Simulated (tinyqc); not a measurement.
Off-state leakage of single and stacked transistors: one step of the calculation.

n-channel devices of unit width. Subthreshold current I(Vg, Vs, Vd) = I0 (T/300 K)^0.5 exp[(Vg - Vs - VT(T) - gb (Vs - Vb) + dd (Vd - Vs))/(nf Vt)] (1 - exp(-(Vd - Vs)/Vt)), VT(T) = VT - cT (T - 300 K). Gate-edge tunnelling Ig (Vd/1 V) exp(ag (Vd - 1 V)), for a gate at 0 V, and band-to-band leakage Ab u exp(-Bb/u), u = Vd - Vb + 1 V, flow at a drain held at V; both are taken as independent of T. In a stack of off transistors (all gates at 0 V) the same subthreshold current passes through each.

Problem. New Vx. Stack of two, Vx the node between them: I_low = I(0, 0, Vx), I_up = I(0, Vx, V), f = ln(I_up/I_low), f' = -(1 + gb + 2 dd)/(nf Vt) - 1/(Vt (exp(Vx/Vt) - 1)) - 1/(Vt (exp((V - Vx)/Vt) - 1)), Vx(new) = Vx - f/f'.

Values chosen for this exercise; values of the order met in bulk silicon logic transistors:

| symbol | value | unit | meaning |
|---|---|---|---|
| T | 398 | K | temperature |
| V | 1.1 | V | supply voltage |
| VT | 0.34 | V | threshold at 300 K, zero drain and body bias |
| cT | 0.6 | mV/K | fall of the threshold with temperature |
| I0 | 0.62 | uA/um | current at threshold at 300 K |
| nf | 1.17 |  | slope factor |
| dd | 0.09 |  | drain-induced lowering per volt |
| gb | 0.08 |  | rise of the threshold per volt of source-body bias |
| Vb | 0 | V | body voltage |

Constants: q = 1.602176634e-19 C, kB = 1.380649e-23 J/K, Vt = kB T/q. Results are converted to the units shown.

Vx after iteration 1 = 0.081650715 V

Give: I_low; I_up; f; f'; Vx after iteration 2.

Solution.

I_low = 0.7043 nA/um
I_up = 0.7046 nA/um
f = 3.571e-4
f' = -34.37 1/V
Vx after iteration 2 = 0.08166 V

Numbers from tinyqc (`OMP_NUM_THREADS=1 python tinyqc.py 2242117 2242118 out.jsonl`; about 0.04 s on one thread of a shared Intel Xeon 2.30GHz).
